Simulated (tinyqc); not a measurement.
# Specific resistance of a metal-semiconductor contact and its transmission-line measurement, step by step

A worked calculation. Computed by tinyqc, a small Python program that keeps every step. Command: `OMP_NUM_THREADS=1 python tinyqc.py 3016284 3016285 out.jsonl contact walk`. One thread of a shared host (Intel(R) Xeon(R) Processor @ 2.30GHz), about 0.01 s of CPU time with the checks. Intermediate numbers are printed to about 7 digits and carried at full precision; extremes and crossings named in words are read from the listed rows.

The barrier is parabolic (depletion approximation), energies E are normal energies counted from the band edge in the neutral semiconductor (downwards for holes), and the bias is zero. xi is an input, held fixed when other inputs move.

Inputs (values chosen for the exercise, modelled on n-type germanium):
```
quantity                                           value          unit
tunnelling mass m                                   0.12           m_0
permittivity eps                                      16             -
Richardson constant A*                               149  A/(cm^2 K^2)
barrier height phi_B                                0.52            eV
doping N                                         9.8e+19        1/cm^3
Fermi level above the band edge in the bulk, xi     0.14            eV
temperature T                                        200             K
sheet resistance R_sh                                140           ohm
contact length d                                    0.74    micrometre
contact width W                                      1.5    micrometre
```

Image-force lowering: included.

Constants: hbar = 1.054571817e-34 J s; eps_0 = 8.8541878128e-12 F/m; m_0 = 9.1093837015e-31 kg; k_B = 8.617333262e-05 eV/K; e = 1.602176634e-19 C.

## Tunnelling energy and barrier

E_00 = (e hbar/2) sqrt(N/(eps eps_0 m)); band bending E_b = phi_B + xi; depletion width w = sqrt(2 eps eps_0 E_b/(e^2 N)). Image lowering d_phi = (e^3 N E_b/(8 pi^2 (eps eps_0)^3))^(1/4) (E_b in volts), and E_b - d_phi replaces E_b everywhere except in w.

E_00 = 132.6446 meV

E_00/k_B T = 7.696386

depletion width = 3.451065 nm

barrier used, above the bulk band edge = 0.4744648 eV

By the usual rule this is field emission (E_00 > 5 k_B T).

## Transmission and supply

WKB transmission for E < E_b, with a = E/E_b: D = exp{-(E_b/E_00) [sqrt(1 - a) - a ln((1 + sqrt(1 - a))/sqrt(a))]}; D = 1 above. f = 1/(1 + exp((E - xi)/k_B T)).

E, D, f and D f at E/E_b = 0.05, 0.15, 0.3, 0.45, 0.6, 0.75, 0.9, 0.98:
```
E/E_b     E (eV)          D             f           D f
0.05   0.0237232  0.0451931  9.988266e-01  4.514006e-02
0.15   0.0711697  0.0873088  9.819024e-01  8.572872e-02
0.30   0.1423394  0.1837217  4.661169e-01  8.563579e-02
0.45   0.2135092  0.3272456  1.385453e-02  4.533834e-03
0.60   0.2846789  0.5156649  2.260240e-04  1.165527e-04
0.75   0.3558486  0.7299016  3.637920e-06  2.655324e-06
0.90   0.4270183  0.9259032  5.854055e-08  5.420288e-08
0.98   0.4649755  0.9932509  6.471096e-09  6.427422e-09
```

Among these points D f is largest at E/E_b = 0.15; for a non-degenerate tail the peak lies at E/E_b = 1/cosh^2(E_00/k_B T) = 0.000, but it cannot fall far below the Fermi level.

## Specific contact resistance

At zero bias 1/rho_c = (e A*/k_B^2) int D(E) f(E) dE, f = 1/(1 + exp((E - xi)/k_B T)); 200 Gauss-Legendre points from 0 to E_b, and k_B T ln(1 + exp((xi - E_b)/k_B T)) for the part above the barrier; the share of tunnelling is the part below.

specific contact resistance rho_c = 3.632227e-09 ohm cm^2

share of tunnelling = 100.00000 %

rho_c by thermionic emission alone = 0.7749943 ohm cm^2

Tunnelling lowers rho_c by a factor 2.13e8. The field-emission exponent (E_b - xi)/E_00 is 2.5, the thermionic one (E_b - xi)/k_B T is 19.4.

## Current crowding

Transmission-line model: transfer length L_T = sqrt(rho_c/R_sh); R_c = (R_sh L_T/W) coth(d/L_T). Limits: rho_c/(W d) for d << L_T, sqrt(rho_c R_sh)/W for d >> L_T.

transfer length L_T = 0.05093572 micrometre

d/L_T = 14.52811

contact resistance R_c = 4.754001 ohm

R_c W = 7.131001 ohm micrometre

short-contact limit = 0.3272276 ohm

long-contact limit = 4.754001 ohm

The contact is long: current crowds at the front edge, and more length does not help.

## A transmission-line measurement read back

Transmission-line model: transfer length L_T = sqrt(rho_c/R_sh); R_c = (R_sh L_T/W) coth(d/L_T). Two contacts a gap s apart give R = 2 R_c + R_sh s/W. A straight-line fit gives R_sh from the slope and R_c from the intercept; the simple reading takes L_x = R_c W/R_sh as the transfer length and rho_c = R_sh L_x^2.

Resistances:
```
gap s (micrometre)   R (ohm)
0.051               14.26800
0.100               18.84133
0.200               28.17467
0.410               47.77467
0.810               85.10800
```

L_x = 0.05093572 micrometre

rho_c by the simple reading = 3.632227e-09 ohm cm^2

simple reading over true value = 1

The simple reading is right, since coth(d/L_T) is 1 for so long a contact.

Checks made by the program: closed WKB exponent against numerical integration over the parabolic barrier (relative difference below 1e-10).
